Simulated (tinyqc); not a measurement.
A particle near a wafer in liquid: double-layer and van der Waals forces (DLVO), deposition barrier and removal: one step, computed by the program tinyqc. Command: `OMP_NUM_THREADS=1 python tinyqc.py 3112686 3112687 out.jsonl dlvo walk`. One thread of a shared host (Intel(R) Xeon(R) Processor @ 2.30GHz), about 0.01 s of CPU time with the checks.

Sphere and flat wall, Derjaguin approximation, constant potentials in the linear-superposition form, no retardation and no hydration force.

Problem. The curve. U(h) = Z R exp(-kappa h) - A R/(6 h); F(h) = -dU/dh = kappa Z R exp(-kappa h) - A R/(6 h^2), positive for repulsion.

Inputs (values chosen for the exercise, of the order of those for alumina on silica in water): particle radius R = 17 nm; Hamaker constant A = 1.1e-20 J; temperature T = 323 K.

kappa = 0.9466512 1/nm

Z = 3.637353 pN

Constants: k_B = 1.380649e-23 J/K.

Give: the table «Against the gap» with the columns kappa h, U (k_B T), F (pN), for h (nm) = 0.4, 0.6, 1.0, 1.5, 2.5, 4.0, 7.0, 12.0, 20.0, 40.0.

Solution.

Against the gap:
```
h (nm)  kappa h  U (k_B T)      F (pN)
0.4        0.38     -7.977  -1.547e+02
0.6        0.57     -3.791  -5.340e+01
1.0        0.95     -1.608  -8.452e+00
1.5        1.42     -1.308   2.975e-01
2.5        2.37     -1.495   5.038e-01
4.0        3.79     -1.433  -6.208e-01
7.0        6.63     -0.980  -5.585e-01
12.0      11.36     -0.582  -2.158e-01
20.0      18.93     -0.349  -7.792e-02
40.0      37.87     -0.175  -1.948e-02
```

Caution: in rows where h is not small against R, A R/(6 h) overstates the van der Waals term. Caution: in rows with kappa h below 1 linear superposition is only rough.
